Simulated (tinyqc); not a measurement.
Hueckel theory of the pi electrons, for the molecule c1ccc2cc3cnccc3cc2c1 (SMILES; centres numbered as the heavy atoms are written), step by step. One step of it, computed by the program tinyqc.

Task: Energy, charges, bond orders. E = sum n x; q_r = z_r - P_rr; bond order p = P_rs; free valence = sqrt(3) - sum of p over the bonds of the atom.

x values: 2.428866  2.050052  1.509979  1.414214  1.065435  1.000000  0.433933  -0.390437  -0.920568  -1.000000  -1.350292  -1.414214  -1.970751  -2.406216

occupations: 2.000000  2.000000  2.000000  2.000000  2.000000  2.000000  2.000000  0.000000  0.000000  0.000000  0.000000  0.000000  0.000000  0.000000

charge and bond-order matrix P, lower triangle:
```
            1C         2C         3C         4C         5C         6C         7C         8N
1C    0.994487
2C    0.586020   1.000434
3C    0.005091   0.737269   0.995257
4C   -0.217200  -0.000086   0.535387   1.000048
5C   -0.011471  -0.201707   0.010526   0.606053   0.975795
6C    0.115831  -0.000858  -0.131042  -0.000081   0.605244   1.003845
7C    0.020816   0.070039  -0.018671  -0.131310   0.046031   0.537942   0.897977
8N   -0.079589   0.003004   0.069771   0.000885  -0.198612  -0.020196   0.724817   1.181804
9C    0.010213  -0.081209  -0.008837   0.116103   0.024034  -0.215185  -0.062536   0.575457
10C   0.070125  -0.001628  -0.034877  -0.000003   0.099530   0.005976  -0.364545  -0.028870
11C  -0.008154   0.116457   0.007206  -0.181812  -0.018062   0.483801   0.039642  -0.212535
12C  -0.201481   0.001539   0.100564  -0.000154  -0.402785  -0.004262   0.097868   0.017348
13C   0.006419  -0.217374  -0.005822   0.484878   0.013646  -0.181272  -0.026555   0.114032
14C   0.737094  -0.000855  -0.368448   0.000125   0.100339   0.002050  -0.033797  -0.007789

            9C        10C        11C        12C       13C       14C
9C    0.956514
10C   0.740458   1.009666
11C   0.024282   0.533631   0.983979
12C  -0.204178  -0.007381   0.607447   1.006239
13C  -0.014315  -0.130362   0.010618   0.605287  0.992194
14C   0.071745   0.003687  -0.131982  -0.003274  0.535788  1.001761
```

Centres:
```
centre  z_r, pi electrons of the neutral centre         h
1C                                            1  0.000000
2C                                            1  0.000000
3C                                            1  0.000000
4C                                            1  0.000000
5C                                            1  0.000000
6C                                            1  0.000000
7C                                            1  0.000000
8N                                            1  0.450000
9C                                            1  0.000000
10C                                           1  0.000000
11C                                           1  0.000000
12C                                           1  0.000000
13C                                           1  0.000000
14C                                           1  0.000000
```

Bonds:
```
i    j  k
1    2  1
2    3  1
3    4  1
4    5  1
5    6  1
6    7  1
7    8  1
8    9  1
9   10  1
10  11  1
11  12  1
12  13  1
13  14  1
14   1  1
13   4  1
11   6  1
```

Give: pi energy = 14 alpha + this times beta; pi charges; Bond orders and lengths from R = 1.517 - 0.180 p; free valence of the carbons; gap between the highest filled and the next level.

Result:

pi energy = 14 alpha + this times beta = 19.8050

pi charges: 1C 0.0055, 2C -0.0004, 3C 0.0047, 4C 0.0000, 5C 0.0242, 6C -0.0038, 7C 0.1020, 8N -0.1818, 9C 0.0435, 10C -0.0097, 11C 0.0160, 12C -0.0062, 13C 0.0078, 14C -0.0018

Bond orders and lengths from R = 1.517 - 0.180 p (angstrom, C-C alone):
```
bond        p       R
1-2    0.5860  1.4115
2-3    0.7373  1.3843
3-4    0.5354  1.4206
4-5    0.6061  1.4079
5-6    0.6052  1.4081
6-7    0.5379  1.4202
7-8    0.7248       -
8-9    0.5755       -
9-10   0.7405  1.3837
10-11  0.5336  1.4209
11-12  0.6074  1.4077
12-13  0.6053  1.4080
13-14  0.5358  1.4206
14-1   0.7371  1.3843
13-4   0.4849  1.4297
11-6   0.4838  1.4299
```

free valence of the carbons: 1C 0.4089, 2C 0.4088, 3C 0.4594, 4C 0.1057, 5C 0.5208, 6C 0.1051, 7C 0.4693, 9C 0.4161, 10C 0.4580, 11C 0.1072, 12C 0.5193, 13C 0.1061, 14C 0.4592

gap between the highest filled and the next level = 0.8244 |beta|
